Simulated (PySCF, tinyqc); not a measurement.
Worked calculation: CCSD on RHF in the sto-3g basis, for H3-, spin multiplicity 1. The basis has no diffuse functions, so it cannot describe the extra electron: this is an exercise in the method, not the real anion. The lowest restricted solution is unstable here: a spin-polarised one lies 0.1827 hartree lower (PySCF). One step of it, computed by the program tinyqc.

Problem. CCSD: starting amplitudes. t_ij^ab = <ij||ab> / (e_i + e_j - e_a - e_b), whose energy is MP2.

orbital energies (hartree): MO1 -0.090047, MO2 0.496978, MO3 0.684906

Two-electron integrals over orbitals (pq|rs), unique and non-zero (hartree):
```
(11|11) 0.548989    (21|11) -0.038089   (21|21) 0.096863    (22|11) 0.473350
(22|21) 0.120926    (22|22) 0.701227    (31|31) 0.182267    (32|31) -0.086058
(32|32) 0.046747    (33|11) 0.558657    (33|21) -0.085065   (33|22) 0.417612
(33|33) 0.616456
```

Give: Starting amplitudes; correlation energy.

Solution.

Starting amplitudes (spin orbitals 1a, 1b, ...; amplitudes related by a flip of all spins are not repeated):
```
from      to        t
2a 2b  3a 3b  -0.1244
1a 1b  3a 3b  -0.1176
1a 2b  3a 3b   0.0894
```

correlation energy = -0.042631 hartree
